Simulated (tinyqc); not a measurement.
# Critical temperature from a phonon spectrum: McMillan, Allen-Dynes and the linearised Eliashberg equation, step by step

A worked calculation. Computed by tinyqc, a small Python program that keeps every step. Command: `OMP_NUM_THREADS=1 python tinyqc.py 3005335 3005336 out.jsonl eliashberg walk`. One thread of a shared host (Intel(R) Xeon(R) Processor @ 2.30GHz), about 0.03 s of CPU time with the checks. Intermediate numbers are printed to about 6 digits and carried at full precision; extremes and crossings named in words are read from the listed rows.

alpha^2 F(omega) = sum_i (lambda_i omega_i/2) delta(omega - omega_i), so that lambda = 2 int alpha^2 F/omega d omega = sum_i lambda_i.

Inputs (values chosen for the exercise, for a model metal): peak energy omega_1 = 20.3 meV; coupling lambda_1 = 0.305; peak energy omega_2 = 34.6 meV; coupling lambda_2 = 0.483; Coulomb pseudopotential mu* = 0.1; trial temperature = 22.6 K; Matsubara points N in the small matrix = 6.

Peaks in alpha^2 F: two.

Constants: k_B = 8.617333262e-05 eV/K.

## Moments of the spectrum

omega_log = exp(sum lambda_i ln omega_i / lambda); omega_rms = sqrt(sum lambda_i omega_i^2 / lambda).

lambda = 0.788

omega_log = 28.1476 meV

omega_rms = 29.8880 meV

## McMillan and Allen-Dynes

McMillan form: k_B T_c = (omega_log/1.2) exp[-1.04 (1 + lambda)/(lambda - mu* (1 + 0.62 lambda))]. Allen-Dynes multiplies it by f1 f2: f1 = [1 + (lambda/L1)^(3/2)]^(1/3), L1 = 2.46 (1 + 3.8 mu*); f2 = 1 + (omega_rms/omega_log - 1) lambda^2/(lambda^2 + L2^2), L2 = 1.82 (1 + 6.3 mu*) omega_rms/omega_log.

T_c, McMillan form = 14.8373 K

f1 = 1.03597

f2 = 1.00364

T_c, Allen-Dynes = 15.4269 K

The two corrections raise T_c by 4.0 %.

## The small kernel at the trial temperature

Linearised Eliashberg equation at omega_n = (2n + 1) pi k_B T, n = 0..N-1: lambda(j) = sum_i lambda_i omega_i^2/(omega_i^2 + (2 pi j k_B T)^2); K_mn = lambda(m - n) + lambda(m + n + 1) - 2 mu*(N) - delta_mn [2m + 1 + lambda(0) + 2 sum_(j=1..m) lambda(j)], with 1/mu*(N) = 1/mu* + ln(omega_rms/omega_N), omega_N = (2N + 1) pi k_B T. T_c is where the largest eigenvalue rho of K is zero.

lambda(j), j = 0, 1, ...: [0.788000, 0.653018, 0.446252, 0.298647, 0.205699, 0.147284, 0.109436, 0.083974, 0.066213, 0.053415, 0.043927, 0.036720]

mu*(N) = 0.110850

K:
$$\begin{pmatrix}
-0.5687 & 0.8776 & 0.5232 & 0.2826 & 0.1313 & 0.0350 \\
0.8776 & -4.2291 & 0.6370 & 0.3718 & 0.1864 & 0.0680 \\
0.5232 & 0.6370 & -7.2730 & 0.5408 & 0.3085 & 0.1432 \\
0.2826 & 0.3718 & 0.5408 & -9.9336 & 0.4975 & 0.2780 \\
0.1313 & 0.1864 & 0.3085 & 0.4975 & -12.3755 & 0.4752 \\
0.0350 & 0.0680 & 0.1432 & 0.2780 & 0.4752 & -14.6868
\end{pmatrix}$$

## Largest eigenvalue of the small kernel

K is the kernel of the linearised Eliashberg equation on the Matsubara points omega_n = (2n + 1) pi k_B T; T_c is where its largest eigenvalue rho is zero. Diagonalise K; at rho = 0 the eigenvector c is the gap function Delta_n/omega_n up to a factor; away from it Delta_n/Delta_0 = (2n + 1) c_n/c_0 is only an estimate.

largest eigenvalue rho = -0.285499

Delta_n/Delta_0: [1.00000, 0.73280, 0.50826, 0.31906, 0.17401, 0.06724]

rho < 0: in this small matrix the trial temperature lies above T_c.

## Critical temperature from the full kernel

N is the smallest integer at or above 8 omega_max/(2 pi k_B T_AD), omega_max the highest peak and T_AD the Allen-Dynes value.

N used = 34

T_c, Eliashberg = 14.8507 K

k_B T_c/omega_log = 0.0454650

Allen-Dynes/Eliashberg = 1.03881

McMillan/Eliashberg = 0.999101

## Scaling the whole coupling

All lambda_i are multiplied by s. The last column is the large-lambda limit for mu* = 0, k_B T_c = 0.1827 omega_rms sqrt(lambda).

T_c (K):
```
s    lambda  McMillan  Allen-Dynes  Eliashberg  large-lambda limit
0.6  0.4728    3.1494       3.2075      2.9943              43.571
0.8  0.6304    8.6310       8.8764      8.4275              50.312
1.0  0.7880   14.8373      15.4269     14.8507              56.250
1.3  1.0244   23.5929      24.9773     24.3550              64.135
1.7  1.3396   33.2049      36.0872     35.5269              73.342
2.3  1.8124   43.7509      49.5787     49.3828              85.308
3.2  2.5216   54.0408      65.2701     66.0083             100.624
```

McMillan/Eliashberg runs from 1.05 at lambda = 0.47 to 0.82 at 2.52: the exponential form levels off at large lambda, while the true T_c keeps rising (exponent 0.88 between the last rows, tending to 1/2). Allen-Dynes stays within about 7 % over the table. The last row reaches 66 % of the mu* = 0 limit; with mu* above zero T_c stays below that line at any lambda.

## Isotope exponent

T_c ~ M^(-a). All omega_i scale as M^(-1/2) at fixed lambda, but mu* = mu/(1 + mu ln(E_F/omega)) changes: d mu*/d ln omega = mu*^2. In the McMillan form a = (1/2) [1 - 1.04 (1 + lambda)(1 + 0.62 lambda) mu*^2/(lambda - mu* (1 + 0.62 lambda))^2].

isotope exponent a = 0.466120

The Coulomb term lowers the exponent below 1/2: lighter ions raise the prefactor but also mu*.

Checks made by the program: one-point kernel at mu* = 0: rho = lambda(1) - 1 (relative difference below 1e-10); T_c against the Allen-Dynes fit (relative difference 4e-02).
